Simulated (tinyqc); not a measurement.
Inside a calculation: Stoner model of a band ferromagnet. Values are carried at full precision from step to step, so a last printed digit may differ when a step is redone from the rounded ones.

Density of states per atom and spin: flat with a rise to the top, D(e) = (M/W) [1 - sp + 4 sp (e/W + 1/2)^3]. Levels e -/+ I m/2 for up and down spin, m = n_up - n_down, n_up + n_down = nd. At zero temperature e(N) is the energy below which N states lie, and E(m) = sum over spins of integral e D de - I m^2/4.

Values chosen for the exercise: W = 5.6 eV (band width, e from -W/2 to W/2); M = 5 (states per atom and spin); nd = 7.84 (electrons per atom); sp = 0.53 (shape parameter); I = 0.69 eV (Stoner parameter).

## The paramagnetic state and the Stoner criterion

Find EF from nd/2 states per spin, D(EF) and the product I D(EF); below 1 the susceptibility is enhanced by 1/(1 - I D).

EF = 2.2766 eV
D(EF) = 1.8298 1/eV
I D(EF) = 1.2625

The paramagnet is unstable.

## Energy against moment

Tabulate the splitting that the band needs, e(n_up) - e(n_down), against I m, and E(m) - E(0), at nine moments up to saturation m_max = min(nd, 2M - nd).

Energy curve:
```
m      e(n_up) (eV)  e(n_down) (eV)  difference (eV)  I m (eV)  E - E(0) (meV)
0.000        2.2766          2.2766           0.0000    0.0000             0.0
0.270        2.3491          2.2015           0.1476    0.1863            -2.6
0.540        2.4194          2.1238           0.2956    0.3726           -10.4
0.810        2.4875          2.0432           0.4443    0.5589           -23.4
1.080        2.5536          1.9595           0.5941    0.7452           -41.3
1.350        2.6177          1.8724           0.7453    0.9315           -64.1
1.620        2.6801          1.7816           0.8985    1.1178           -91.5
1.890        2.7409          1.6869           1.0540    1.3041          -123.2
2.160        2.8000          1.5877           1.2123    1.4904          -158.9
```

dE/dm is half of (difference - I m), so E falls wherever I m exceeds the difference.

## The ground state

Take the lowest of E(0), the stationary points e(n_up) - e(n_down) = I m, and saturation.

m = 2.160 muB
exchange splitting I m = 1.490 eV
E - E(0) = -158.9 meV

n_up, n_down: [5.000, 2.840]

The moment is saturated (a strong ferromagnet): the majority band is full.

## Checks

- States in the band over M against 1: both 1.000000.

Run: tinyqc, `OMP_NUM_THREADS=1 python tinyqc.py 1680414 1680415 out.jsonl`; Intel(R) Xeon(R) Processor @ 2.30GHz, one thread, shared host; about 0.3 s of CPU time with all checks.
